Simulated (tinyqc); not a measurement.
Electrons shared among three sets of ellipsoidal valleys: sweeps and comparisons. A value that a table varies takes the place of the one given here.

F_j(eta) = (1/Gamma(j + 1)) integral_0^infinity x^j dx/(1 + exp(x - eta)), which tends to exp(eta) for eta << 0.

Sets L, Gamma, Delta: N_i = M_i times N = 2 (m kB T/(4 pi c))^(3/2) with c = hbar^2/2m0, in 1/angstrom^3; times 1e24 for 1/cm^3, m = (ml mt^2)^(1/3); n = sum_i N_i F_1/2((EF - dE_i)/kT), energies from the edge of the first set; mu_drift = sum of share times mobility.

Constants: hbar^2/2m0 = 3.80998211 eV angstrom^2; kB = 8.617333262e-05 eV/K.

Values chosen for the exercise (masses and offsets near those of Ge; mobilities are free inputs, held fixed; the results hold for these values, not for the real material):
- dE = (0, 0.157, 0.214) eV (edges of L, Gamma, Delta above the first)
- M = (4, 1, 6) (valleys in each set)
- ml = (1.517, 0.041, 0.943) m0 (longitudinal masses of L, Gamma, Delta)
- mt = (0.0778, 0.041, 0.1931) m0 (transverse masses)
- mu = (4200, 19000, 1200) cm^2/(V s) (mobility of each set)
- n = 3.2e+19 1/cm^3 (total electron density)
- T = 400 K

## Transfer between valleys with temperature

Offsets, masses and mobilities are held fixed; n is fixed too, so the high values of T stand for hot electrons, not for the lattice.

Populations:
```
T (K)  EF (eV)  share L  share Gamma  share Delta  mu_drift
77      0.0691   1.0000       0.0000       0.0000      4200
150     0.0676   1.0000       0.0000       0.0000      4200
300     0.0601   0.9976       0.0002       0.0023      4195
450     0.0459   0.9782       0.0007       0.0211      4146
600     0.0247   0.9350       0.0014       0.0636      4030
900    -0.0360   0.8172       0.0027       0.1800      3700
1200   -0.1156   0.7090       0.0036       0.2873      3392
2000   -0.3857   0.5322       0.0047       0.4630      2881
```

The share of L goes from 1.000 to 0.532 and the mean mobility from 4200 to 2881 cm^2/(V s). L holds more than Gamma throughout. The share of Delta is at most 0.46.

## Transfer between valleys with doping

Parabolic valleys; band tails and gap narrowing are left out.

Populations:
```
n (1/cm^3)  EF (eV)  share L  share Gamma  share Delta  mu_drift
1.0e+16     -0.2518   0.9939       0.0002       0.0059      4186
1.0e+17     -0.1724   0.9939       0.0002       0.0059      4186
1.0e+18     -0.0923   0.9938       0.0002       0.0060      4185
3.0e+18     -0.0528   0.9935       0.0002       0.0063      4185
1.0e+19     -0.0057   0.9923       0.0003       0.0074      4182
3.0e+19      0.0477   0.9880       0.0004       0.0116      4172
1.0e+20      0.1368   0.9539       0.0015       0.0446      4089
```

The share of L goes from 0.994 to 0.954 and the mean mobility from 4186 to 4089 cm^2/(V s). L holds more than Gamma throughout. The share of Delta is at most 0.045.

## Moving the second set by strain or alloying

The second entry of dE is replaced by the values listed; a negative value puts that set lowest.

Populations:
```
offset (eV)  EF (eV)  share L  share Gamma  share Delta  mu_drift
-0.100        0.0472   0.9180       0.0713       0.0107      5223
-0.050        0.0489   0.9462       0.0426       0.0113      4796
0.000         0.0502   0.9674       0.0210       0.0117      4475
0.025         0.0506   0.9749       0.0133       0.0118      4361
0.050         0.0510   0.9802       0.0078       0.0120      4280
0.100         0.0513   0.9857       0.0023       0.0121      4197
0.150         0.0514   0.9873       0.0006       0.0121      4172
0.200         0.0514   0.9878       0.0001       0.0121      4166
0.300         0.0514   0.9879       0.0000       0.0121      4164
```

The share of L goes from 0.918 to 0.988 and the mean mobility from 5223 to 4164 cm^2/(V s). L holds more than Gamma throughout. The share of Delta is at most 0.012. With Boltzmann statistics the first two sets are equal at kT ln(N_2/N_1) = -0.1321 eV.

## What moves the populations

All else solved anew. Each row changes one parameter from the base and keeps the others.

Results:
```
case                                 EF (eV)  share L  share Gamma  share Delta  mu_drift (cm^2/(V s))
base                                  0.0514   0.9874       0.0005       0.0121                   4171
T = 450 K                             0.0459   0.9782       0.0007       0.0211                   4146
n = 9.6e+19 1/cm^3                    0.1330   0.9568       0.0014       0.0418                   4096
dE = (0, 0.1256, 0.214) eV            0.0514   0.9868       0.0011       0.0121                   4180
mt = (0.0778, 0.0492, 0.1931) m0      0.0514   0.9873       0.0006       0.0121                   4172
ml = (1.517, 0.0492, 0.943) m0        0.0514   0.9874       0.0005       0.0121                   4171
mu = (5040, 19000, 1200) cm^2/(V s)   0.0514   0.9874       0.0005       0.0121                   5000
```

The largest shifts from the base row, up to three for each result and ties (the steps differ in size, so this ranks the rows, not the parameters). EF (eV): n +0.0816, T -0.0055; unchanged at the printed digits by dE, mt, ml and mu. share L: n -0.0306, T -0.0092, dE -0.0006; unchanged at the printed digits by ml and mu. share Gamma: n +0.0010, dE +0.0007, T +0.0002; unchanged at the printed digits by ml and mu. share Delta: n +0.0296, T +0.0090; unchanged at the printed digits by dE, mt, ml and mu. mu_drift (cm^2/(V s)): mu +829, n -75, T -24; unchanged at the printed digits by ml.

Computed by tinyqc, a small Python program: `OMP_NUM_THREADS=1 python tinyqc.py 1680439 1680440 out.jsonl` (the numbers bound the seed that draws the inputs); one thread of a shared host (Intel(R) Xeon(R) Processor @ 2.30GHz), about 0.01 s for the whole set of steps.
